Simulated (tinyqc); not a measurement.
# Cap thickness from the capacitance plateau

Question. With only the buried channel on, 1/C = 1/Cox + (tc + zc)/(eps0 eps_r), Cox = eps0 eox/tox. Find tc and the oxide-equivalent thickness 3.9 eps0/C.

Inputs (values chosen for the exercise); band and dielectric values close to those of silicon:
```
symbol,value,unit,meaning
eps_r,11.9,,relative permittivity
eox,3.9,,relative permittivity of the gate insulator (close to silicon dioxide)
tox,2.7,nm,insulator thickness
zc,0.8,nm,depth of the hole centroid below the top of the SiGe
```

Constants: eps0 = 8.8541878128e-14 F/cm where lengths are in cm. Results are converted to the units shown.

plateau of C/Cox with only the buried channel on = 0.67870722

Answer. The cap and the centroid act as a second capacitor in series with the insulator.

tc = 3.10 nm
equivalent thickness = 3.98 nm

Program tinyqc, `OMP_NUM_THREADS=1 python tinyqc.py 2042088 2042089 out.jsonl`; Intel Xeon 2.30GHz, shared host, one thread, about 0.02 s.
